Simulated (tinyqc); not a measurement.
Well width for a wanted wavelength.

Question. The layer is x parts of the first compound and 1 - x of the second, grown coherently on the second as substrate and barrier. Rows of the table: lattice constant a, average valence level Ea on an absolute scale, spin-orbit splitting so, gaps at Gamma, X and L, hydrostatic deformation potentials av and ac (Gamma), shear potential b, elastic constants, electron and heavy-hole (along z) masses. All are interpolated linearly in x; gaps get -C x (1 - x), taken wholly in the conduction band; real line-ups can differ from this model by 0.1 eV or more. In-plane strain e = (a_substrate - a)/a, e_z = -2 (c12/c11) e, volume change 2 e + e_z. With v = 2 e + e_z and d = 2 b (e_z - e): Eav = Ea + av v; E_hh = Eav + so/3 - d/2; E_lh = Eav - so/6 + d/4 + sqrt(so^2 + so d + 9 d^2/4)/2; E_c = Ea + so/3 + EG + ac v (Gamma). Substrate: E_v = Ea + so/3, E_c = E_v + EG. Well depths: dEc = E_c(substrate) - E_c, dEhh = E_hh - E_v(substrate), dElh likewise; strained Gamma gap E_c - max(E_hh, E_lh); positive values confine carriers in the layer. Lowest level of a finite well of width Lw and depth V: kw Lw/2 = arctan(sqrt((mw/mb)(V - E)/E)), kw = sqrt(mw E/C), C = hbar^2/(2 m0), for electrons (dEc) and heavy holes (dEhh), mb from the substrate; transition E_c - E_hh + both levels, without exciton binding; wavelength h c/E. Find Lw and the two levels.

Parameters, values chosen for the exercise:
- x = 0.22 (fraction of the first compound in the layer)
- CG = 0.1 eV (bowing of the Gamma gap)
- CX = 0.27 eV (bowing of the X gap)
- CL = 0.27 eV (bowing of the L gap)

Constants: q = 1.602176634e-19 C, hbar = 1.054571817e-34 J s, h = 6.62607015e-34 J s, m0 = 9.1093837015e-31 kg, c = 299792458 m/s, hbar^2/(2 m0) = 0.0380998212 eV nm^2. Results are converted to the units shown.

Binary compounds, values chosen for the exercise:
```
,close to InAs,close to InP
a (angstrom),6.058,5.869
Ea (eV),-6.67,-7.04
so (eV),0.377,0.109
EG (eV),0.357,1.33
EX (eV),1.36,2.2
EL (eV),1.06,1.91
av (eV),0.986,1.27
ac (eV),-5.14,-5.06
b (eV),-1.82,-1.73
c11 (GPa),82.8,101
c12 (GPa),45.8,56.8
me (m0),0.0228,0.0806
mh (m0),0.327,0.527
```

wavelength = 1088.6908 nm

Answer. Both levels fall steadily as the well widens, so the wavelength rises steadily and one width matches.

Lw = 10.5 nm
electron level = 22.1 meV
heavy-hole level = 5.23 meV

Computed by the program tinyqc: `OMP_NUM_THREADS=1 python tinyqc.py 2690051 2690052 out.jsonl`, one thread of a shared Intel Xeon 2.30GHz, about 0.01 s for the whole run.
